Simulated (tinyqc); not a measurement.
Trap density and cross-section from the conductance peak.

Question. For a continuum of interface traps on an n-type substrate Gp/w peaks at 2 pi f tau = 1.9803 with the height 0.40237 q Dit, and tau = 1/(sn vth Nd exp(psi/Vt)) with psi = ps. Find Dit, tau and sn.

Values chosen for this exercise:
- T = 300 K (temperature)
- Nd = 1.2e17 cm^-3 (donor density)
- ps = -0.11 V (band bending psi)
- vth = 2.2e7 cm/s (thermal velocity)

Constants: q = 1.602176634e-19 C, kB = 1.380649e-23 J/K, Vt = kB T/q. Results are converted to the units shown.

peak Gp/w = 6.4466781 nF/cm^2
frequency of the peak = 1.2990596e6 Hz

Answer. The height gives Dit, the position tau, and tau with the surface density gives sn.

Dit = 1.000e11 cm^-2 eV^-1
tau = 2.426e-7 s
sn = 1.100e-16 cm^2

Numbers from tinyqc (`OMP_NUM_THREADS=1 python tinyqc.py 2030172 2030173 out.jsonl`; about 0.02 s on one thread of a shared Intel Xeon 2.30GHz).
